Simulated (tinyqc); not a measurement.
WKB tunnelling through a gate dielectric with a two-band (Franz) dispersion: one step. Decay constant through the layer. Three cases, with inputs chosen for the exercise.

Question. Nine points x = j x_e/8.

At depth x the conduction edge lies u(x) = phi - V x/t above the electron. Parabolic: kappa = sqrt(m u/c). Franz: kappa = sqrt(m u (1 - u/Eg)/c), which vanishes at both band edges. c = hbar^2/2m0. T = exp(-2 integral of kappa dx) over the region u > 0; no image force, no prefactor, zero transverse momentum. The region ends at x_e = min(t, phi t/V); x_e < t is the Fowler-Nordheim regime.

Constants: hbar^2/2m0 = 3.80998211 eV angstrom^2.

Give: kappa (1/angstrom).

Case 1.

Values chosen (of the size used for SiO2 on silicon; the results hold for these values, not for the real material): Eg = 9.05 eV (gap of the dielectric); phi = 2.95 eV (barrier above the electron energy at the emitter); m = 0.49 m0 (mass at the conduction edge); t = 23 angstrom (thickness); V = 2.2 V (voltage across the layer).

x_e = 23.0000 angstrom

Answer.

kappa (1/angstrom):
```
x (angstrom)  u (eV)  parabolic   Franz
0.000         2.9500     0.6160  0.5057
2.875         2.6750     0.5865  0.4923
5.750         2.4000     0.5556  0.4762
8.625         2.1250     0.5228  0.4573
11.500        1.8500     0.4878  0.4351
14.375        1.5750     0.4501  0.4090
17.250        1.3000     0.4089  0.3784
20.125        1.0250     0.3631  0.3419
23.000        0.7500     0.3106  0.2974
```

At the emitter the Franz value is 17.9 % below the parabolic one, the factor sqrt(1 - phi/Eg).

Case 2.

Values chosen (of the size used for La2O3 on silicon; the results hold for these values, not for the real material): Eg = 6.02 eV (gap of the dielectric); phi = 2.31 eV (barrier above the electron energy at the emitter); m = 0.24 m0 (mass at the conduction edge); t = 53 angstrom (thickness); V = 0.9 V (voltage across the layer).

x_e = 53.0000 angstrom

Answer.

kappa (1/angstrom):
```
x (angstrom)  u (eV)  parabolic   Franz
0.000         2.3100     0.3815  0.2995
6.625         2.1975     0.3721  0.2965
13.250        2.0850     0.3624  0.2930
19.875        1.9725     0.3525  0.2890
26.500        1.8600     0.3423  0.2845
33.125        1.7475     0.3318  0.2795
39.750        1.6350     0.3209  0.2739
46.375        1.5225     0.3097  0.2677
53.000        1.4100     0.2980  0.2608
```

At the emitter the Franz value is 21.5 % below the parabolic one, the factor sqrt(1 - phi/Eg).

Case 3.

Values chosen (of the size used for hBN on silicon; the results hold for these values, not for the real material): Eg = 5.74 eV (gap of the dielectric); phi = 1.96 eV (barrier above the electron energy at the emitter); m = 0.57 m0 (mass at the conduction edge); t = 23 angstrom (thickness); V = 0.9 V (voltage across the layer).

x_e = 23.0000 angstrom

Answer.

kappa (1/angstrom):
```
x (angstrom)  u (eV)  parabolic   Franz
0.000         1.9600     0.5415  0.4394
2.875         1.8475     0.5257  0.4329
5.750         1.7350     0.5095  0.4256
8.625         1.6225     0.4927  0.4173
11.500        1.5100     0.4753  0.4080
14.375        1.3975     0.4572  0.3977
17.250        1.2850     0.4385  0.3863
20.125        1.1725     0.4188  0.3736
23.000        1.0600     0.3982  0.3596
```

At the emitter the Franz value is 18.8 % below the parabolic one, the factor sqrt(1 - phi/Eg).

Computed by tinyqc, one run a case: `OMP_NUM_THREADS=1 python tinyqc.py N N+1 out.jsonl` with N = 1481786, 1481802, 1481983; one thread of a shared Intel(R) Xeon(R) Processor @ 2.30GHz, about 0.01 s a run at most.
